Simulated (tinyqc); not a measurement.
# Surface potential of a MOS transistor: implicit equation and explicit approximations: what changes with what

p-type body, charge-sheet picture, depletion and inversion only, full ionisation (an idealisation for deep acceptors), Boltzmann statistics (rough once Na exp(x - xn) passes about Nc/7). In units of Vt: xg = (Vg - Vfb)/Vt, x = psi/Vt, G = gamma/sqrt(Vt), xn = (2 phiF + Vc)/Vt. The implicit equation is (xg - x)^2 = G^2 [x - 1 + exp(x - xn)] for x above about 3. Cox = eps0 eox/tox.

Parameters, values chosen for the exercise; band and dielectric values close to those of 4H silicon carbide: temperature T = 300 K; band gap Eg = 3.32 eV; relative permittivity eps_r = 9.55; conduction-band density of states at T Nc = 1.72e19 cm^-3; valence-band density of states at T Nv = 2.54e19 cm^-3; relative permittivity of the gate insulator (close to silicon dioxide) eox = 3.9; insulator thickness tox = 1.7 nm; acceptor density Na = 1.3e16 cm^-3; flat-band voltage Vfb = -0.32 V; channel-body voltage Vc = 1 V; gate-body voltage Vg = 3.48 V.

Constants: q = 1.602176634e-19 C, kB = 1.380649e-23 J/K, Vt = kB T/q, eps0 = 8.8541878128e-14 F/cm where lengths are in cm. Results are converted to the units shown.

Each table varies one quantity; the others keep the values above.

## Accuracy of the approximations against gate voltage

ni = sqrt(Nc Nv) exp(-Eg/(2 Vt)), Eg in volts; phiF = Vt ln(Na/ni); gamma = sqrt(2 q eps0 eps_r Na)/Cox; VT = Vfb + Vt (xn + G sqrt(xn - 1)). Depletion value a = 1 + [sqrt(G^2/4 + xg - 1) - G/2]^2; inversion value b = xn + ln[(xg - xn)^2/G^2 - xn + 1] and first guess y = min(a, b) - ln(1 + exp(-|a - b|)) if a > xn + 1, else b = y = a; one second-order correction with D = exp(y - xn), p = 2 (xg - y) + G^2 (1 + D), w = (xg - y)^2 - G^2 (y - 1 + D): z = y + 2 w/(p + sqrt(p^2 - 2 (2 - G^2 D) w)), or the Newton step z = y + w/p where the root is not real. N_inv = (Cox Vt G/q) [sqrt(x - 1 + exp(x - xn)) - sqrt(x - 1)] at the root. Lambert form (Cox m Vt/q) W0[(G/(2 m sqrt(xn - 1))) exp((Vg - VT)/(m Vt))], m = 1 + G/(2 sqrt(xn - 1)). Errors under 1e-4 mV, and the linear form below VT, are printed as 0.

Accuracy of the approximations against gate voltage:

| Vg (V) | psi (V) | x - xn | error of y (mV) | error of z (mV) | N_inv (cm^-2) | Cox (Vg - VT)/q (cm^-2) | Lambert form (cm^-2) |
|---|---|---|---|---|---|---|---|
| 3.28 | 3.5452 | -15.206 | 0 | 0 | 635.52 | 0 | 600.97 |
| 3.48 | 3.7437 | -7.5285 | 1.05e-4 | 0 | 1.3349e6 | 0 | 1.3004e6 |
| 3.68 | 3.9420 | 0.14203 | 0.218 | 0 | 2.7836e9 | 4.9679e10 | 2.7901e9 |
| 3.88 | 4.0916 | 5.9286 | 33.2 | 12.0 | 6.2797e11 | 2.5853e12 | 7.0967e11 |
| 4.08 | 4.1437 | 7.9439 | 31.4 | 12.4 | 2.4983e12 | 5.1209e12 | 2.7929e12 |
| 4.28 | 4.1712 | 9.0085 | 22.7 | 7.23 | 4.6825e12 | 7.6565e12 | 5.1279e12 |
| 4.48 | 4.1897 | 9.7242 | 18.0 | -4.81 | 6.9818e12 | 1.0192e13 | 7.5364e12 |
| 4.68 | 4.2035 | 10.260 | 14.9 | -1.70 | 9.3404e12 | 1.2728e13 | 9.9793e12 |
| 4.88 | 4.2146 | 10.688 | 12.8 | -0.899 | 1.1735e13 | 1.5263e13 | 1.2442e13 |

psi rises from 3.55 to 4.21 V and ends 11 Vt above 2 phiF + Vc. Among the rows the first guess is off by at most 33 mV (at Vg = 3.88 V) and the corrected value by at most 12 mV. In the last row the linear form is 30 % above N_inv and the Lambert form 6.0 % above it; in the first row the Lambert form is 5.4 % below it. For Vg = 3.88, 4.08, 4.28, 4.48, 4.68, 4.88 the electron quasi-Fermi level lies less than 2 Vt below the band edge at the surface, or above it, where degeneracy and confinement, left out, matter.

## Effect of the channel-body voltage at fixed gate voltage

Same model as above.

Effect of the channel-body voltage at fixed gate voltage:

| Vc (V) | psi (V) | x - xn | error of y (mV) | error of z (mV) | N_inv (cm^-2) | Cox (Vg - VT)/q (cm^-2) | Lambert form (cm^-2) |
|---|---|---|---|---|---|---|---|
| 0 | 3.1897 | 9.7263 | 17.9 | -4.75 | 7.0781e12 | 1.0293e13 | 7.6766e12 |
| 0.2 | 3.3713 | 9.0118 | 22.7 | 7.21 | 4.7580e12 | 7.7357e12 | 5.2358e12 |
| 0.4 | 3.5438 | 7.9506 | 31.3 | 12.3 | 2.5530e12 | 5.1794e12 | 2.8686e12 |
| 0.6 | 3.6922 | 5.9529 | 34.2 | 12.8 | 6.5762e11 | 2.6238e12 | 7.4786e11 |
| 0.8 | 3.7434 | 0.19873 | 0.237 | 0 | 3.0230e9 | 6.8653e10 | 3.0314e9 |
| 1 | 3.7437 | -7.5285 | 1.05e-4 | 0 | 1.3349e6 | 0 | 1.3004e6 |
| 1.2 | 3.7437 | -15.265 | 0 | 0 | 582.92 | 0 | 552.72 |

What does the comparison show?

As Vc goes from 0 to 1.2, psi rises from 3.19 to 3.74 V, x - xn falls from 9.73 to -15.3 and N_inv falls from 7.08e12 to 583 cm^-2. The Lambert form lies between 0.948 and 1.14 times N_inv. psi follows Vc only while the surface is inverted; once x falls below xn it settles at the depletion value. For Vc = 0, 0.2, 0.4, 0.6 the electron quasi-Fermi level lies less than 2 Vt below the band edge at the surface, or above it, where degeneracy and confinement, left out, matter.

tinyqc, about 0.01 s, one thread, Intel Xeon 2.30GHz (shared host): `OMP_NUM_THREADS=1 python tinyqc.py 2122023 2122024 out.jsonl`
